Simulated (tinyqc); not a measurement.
Sputter depth profiling of a dopant layer: erosion rate, quantification and the mixing-roughness response: one step, computed by the program tinyqc.

A rastered ion beam erodes silicon (49.94 atoms per nm^3). The measured profile is the true one convolved with a depth response.

Problem. Erosion and sensitivity. Scaling chosen for the exercise: yield Y = Y1 E^0.5, mixing length w = w1 E^0.5 (E in keV). Erosion rate = Y I/(e x raster^2 x density); depth step = rate x counting time; concentration = RSF x counts/matrix counts; detection limit = RSF x 3 sqrt(background x time)/(matrix rate x time).

Inputs (values chosen for the exercise, modelled on a dopant in silicon under an oxygen or caesium beam):
```
quantity                           value    unit
beam energy E                        1.1     keV
beam current                          25      nA
raster side                          400      um
sputter yield at 1 keV               1.4       -
mixing length at 1 keV                 2      nm
relative sensitivity factor RSF  3.4e+20  1/cm^3
matrix count rate                 990000     1/s
background count rate               0.78     1/s
counting time per point                2       s
```

True profile: box.

Constants: e = 1.602176634e-19 C.

Give: yield Y; mixing length w; erosion rate; depth step; detection limit.

Solution.

yield Y = 1.468

mixing length w = 2.098 nm

erosion rate = 0.02867 nm/s

depth step = 0.05735 nm

detection limit = 6.434e+14 1/cm^3

Caution: with so few background counts Poisson statistics, not 3 sqrt(N), set the true limit.
